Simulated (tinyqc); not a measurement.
LDA (VWN5) atom on a uniform radial grid, spin-unpolarised, for He, step by step. Computed by tinyqc, a small Python program that keeps every step. Settings: Z = 2, points = 64, R = 8.9, functional = lda,vwn, mixing = 0.2, iteration cap = 70. Command: `OMP_NUM_THREADS=1 python tinyqc.py 25356 25357 out.jsonl` (the two numbers bound the seeds that draw the settings). One thread of a shared host (Intel(R) Xeon(R) Processor @ 2.60GHz), about 0.06 s of CPU time with the checks.

Spherical atom on a uniform radial grid r_j = j h with h = R/(N + 1), h sum u^2 = 1 and integrals as h times sums, u(0) = u(R) = 0 (atomic units):
```
parameter           value
Z                       2
points N               64
R                8.900000
h                0.136923
mixing           0.200000
electrons in 1s         2
```

Three-point differences turn -u''/2 + [l(l+1)/2r^2 - Z/r + V] u = e u into a tridiagonal matrix (diagonal 1/h^2 + potential, off-diagonal -1/2h^2). D = sum f u^2; the Hartree potential y/r solves y'' = -D/r with y(0) = 0, y(R) = N_e; v_xc comes from rho = D/(4 pi r^2); E = sum f e - int D V + int D (V_H/2 + eps_xc); V(new) = V + mixing (V_H + v_xc - V).

Stop when input and output potentials agree to 1e-7.

Course of the cycle (hartree):
```
iteration            E      e(1s)  largest |V(out) - V(in)|
1          -2.62710091  -1.963847                  2.37e+00
2          -2.68233676  -1.625623                  1.79e+00
3          -2.71807331  -1.368891                  1.34e+00
4          -2.74052244  -1.174102                  1.00e+00
5          -2.75422951  -1.026327                  7.46e-01
6          -2.76238024  -0.914194                  5.52e-01
7          -2.76711322  -0.829059                  4.11e-01
8          -2.76980586  -0.764364                  3.06e-01
9          -2.77131208  -0.715142                  2.27e-01
10         -2.77214362  -0.677637                  1.70e-01
11         -2.77259832  -0.649008                  1.28e-01
...                ...        ...                       ...
60         -2.77314049  -0.552950                  1.21e-06
61         -2.77314049  -0.552950                  9.65e-07
62         -2.77314049  -0.552950                  7.68e-07
63         -2.77314049  -0.552950                  6.12e-07
64         -2.77314049  -0.552949                  4.88e-07
65         -2.77314049  -0.552949                  3.88e-07
66         -2.77314049  -0.552949                  3.09e-07
67         -2.77314049  -0.552949                  2.46e-07
68         -2.77314049  -0.552949                  1.96e-07
69         -2.77314049  -0.552949                  1.56e-07
70         -2.77314049  -0.552949                  1.24e-07
```

Can the last value be used, and what does the course show?

Not by the stop rule, although the second column moves by less than 1e-07 over the last three steps; and the uniform grid itself carries an error of order h^2 at the cusp, far above the threshold. Not converged within 70 iterations: the residual falls steadily but slowly, by a factor of about 0.80 a step. Reruns (cap 100 unless said): mixing 0.3: converged in 45; mixing 0.6: converged in 18; the original settings with a cap of 400: converged in 71. Even converged, this uniform grid resolves the cusp poorly and misses the energy of the atom.
